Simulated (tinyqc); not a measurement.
Standing waves and exposure in a photoresist film: one step. Round trip and reflectance.

Normal incidence from air. Unexposed resist: N1 = n1 + i k1 with k1 = (A + B) lam/(4 pi), lam in micrometres. r01 = (1 - N1)/(1 + N1), t01 = 2/(1 + N1). Substrate Ns = ns + i ks: r12 = (N1 - Ns)/(N1 + Ns). With p = exp(2 pi i N1 d/lam), the field at depth z is E(z) = t01 [exp(2 pi i N1 z/lam) + r12 p^2 exp(-2 pi i N1 z/lam)]/(1 + r01 r12 p^2), the relative intensity I(z) = n1 |E(z)|^2 and the reflectance R = |(r01 + r12 p^2)/(1 + r01 r12 p^2)|^2.

Values chosen for the exercise (out of a larger set: a resist on Al, indices near tabulated ones; not measured data): d = 877 nm (resist thickness); lam = 365 nm (vacuum wavelength).

N1 = 1.6840000+0.0212034i
r01 = -0.254890-0.005886i
r12 = -0.693875-0.621714i

Task: Form p^2, the denominator and R; the period of the standing wave is lam/(2 n1).

Give: p^2; 1 + r01 r12 p^2; R; period.

Result:

p^2 = 0.4408+0.2892i
1 + r01 r12 p^2 = 1.0293+0.1217i
R = 0.3500
period = 108.37 nm

The film holds 8.09 periods.

tinyqc: `OMP_NUM_THREADS=1 python tinyqc.py 1682502 1682503 out.jsonl`; about 0.01 s, one thread, shared Intel(R) Xeon(R) Processor @ 2.30GHz.
